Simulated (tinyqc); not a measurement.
Born-Oppenheimer dynamics on the UHF/6-31g surface (energies and gradients from PySCF), for H4, spin multiplicity 3, step by step. Computed by tinyqc, a small Python program that keeps every step (integrals from PySCF). Settings: charge = 0, multiplicity = 3, basis = 6-31g, time step (fs) = 0.5, steps = 16. Command: `OMP_NUM_THREADS=1 python tinyqc.py 26829 26830 out.jsonl` (the two numbers bound the seeds that draw the settings). One thread of a shared host (Intel(R) Xeon(R) Processor @ 2.60GHz), about 1 s of CPU time with the checks.

## Velocity Verlet step 1

positions (bohr), order 1H, 2H, 3H, 4H:
```
[[0.0246, 0.0680, -0.1020],
 [-0.0643, -0.0680, 1.7593],
 [-0.0321, 0.0321, 3.6188],
 [0.0265, 0.0491, 5.3952]]
```

velocities (bohr per atomic time unit), order 1H, 2H, 3H, 4H:
```
[[0.0003873, 0.0005025, -0.0008638],
 [-0.0005627, -0.0009365, 0.0005003],
 [-0.0002268, 0.0001295, -0.0000567],
 [0.0004022, 0.0003045, 0.0004202]]
```

gradient (hartree/bohr), order 1H, 2H, 3H, 4H:
```
[[-0.004095, -0.005648, 0.091972],
 [0.002738, 0.000872, -0.137025],
 [0.004056, 0.006806, 0.117830],
 [-0.002699, -0.002030, -0.072778]]
```

masses (electron masses): [1837.1526, 1837.1526, 1837.1526, 1837.1526]

gradient after step 1 (hartree/bohr), order 1H, 2H, 3H, 4H:
```
[[-0.004543, -0.006230, 0.085633],
 [0.002934, 0.000497, -0.129560],
 [0.004619, 0.008067, 0.111282],
 [-0.003010, -0.002334, -0.067355]]
```

dt = 0.5 fs = 20.6707 atomic units; x' = x + v dt - g dt^2 / (2m); after the new gradient g', v' = v - (g + g') dt / (2m).

positions after step 1 (bohr), order 1H, 2H, 3H, 4H:
```
[[0.0330, 0.0791, -0.1306],
 [-0.0762, -0.0875, 1.7856],
 [-0.0373, 0.0340, 3.6040],
 [0.0351, 0.0557, 5.4123]]
```

velocities after step 1 (bohr per atomic time unit), order 1H, 2H, 3H, 4H:
```
[[0.0004358, 0.0005693, -0.0018629],
 [-0.0005947, -0.0009442, 0.0020000],
 [-0.0002756, 0.0000458, -0.0013457],
 [0.0004344, 0.0003290, 0.0012086]]
```

## Velocity Verlet step 2

gradient after step 2 (hartree/bohr), order 1H, 2H, 3H, 4H:
```
[[-0.004354, -0.005877, 0.072931],
 [0.002549, -0.000588, -0.112222],
 [0.004950, 0.008981, 0.100440],
 [-0.003145, -0.002515, -0.061149]]
```

As before.

positions after step 2 (bohr), order 1H, 2H, 3H, 4H:
```
[[0.0426, 0.0916, -0.1791],
 [-0.0888, -0.1071, 1.8420],
 [-0.0435, 0.0340, 3.5632],
 [0.0444, 0.0627, 5.4451]]
```

velocities after step 2 (bohr per atomic time unit), order 1H, 2H, 3H, 4H:
```
[[0.0004859, 0.0006374, -0.0027550],
 [-0.0006255, -0.0009437, 0.0033602],
 [-0.0003294, -0.0000501, -0.0025368],
 [0.0004690, 0.0003563, 0.0019315]]
```

## Energy conservation

The total energy should stay constant up to terms of order dt^2; the step counts as short enough if it moves by less than 2 % of the largest kinetic energy.

Trajectory:
```
time (fs)  1H-2H (angstrom)  potential (hartree)  kinetic (hartree)  total (hartree)
0.0000               0.9887            -1.997827           0.002843        -1.994984
0.5000               1.0195            -2.006966           0.011828        -1.995138
1.0000               1.0769            -2.024276           0.028870        -1.995407
1.5000               1.1573            -2.045367           0.049514        -1.995853
2.0000               1.2549            -2.063127           0.066470        -1.996657
2.5000               1.3614            -2.066477           0.069070        -1.997407
3.0000               1.4628            -2.050154           0.054521        -1.995632
3.5000               1.5407            -2.044306           0.050642        -1.993665
4.0000               1.5885            -2.071763           0.075073        -1.996690
4.5000               1.6204            -2.094490           0.097325        -1.997165
5.0000               1.6517            -2.097693           0.101431        -1.996262
5.5000               1.6902            -2.090742           0.095080        -1.995661
6.0000               1.7388            -2.081932           0.086523        -1.995409
6.5000               1.7982            -2.075054           0.079731        -1.995323
7.0000               1.8680            -2.071459           0.076166        -1.995293
7.5000               1.9479            -2.071621           0.076349        -1.995273
8.0000               2.0373            -2.075843           0.080583        -1.995260
```

The total energy moves within 3.7e-03 hartree; that is over 2 % of the largest kinetic energy, so the time step is too long.
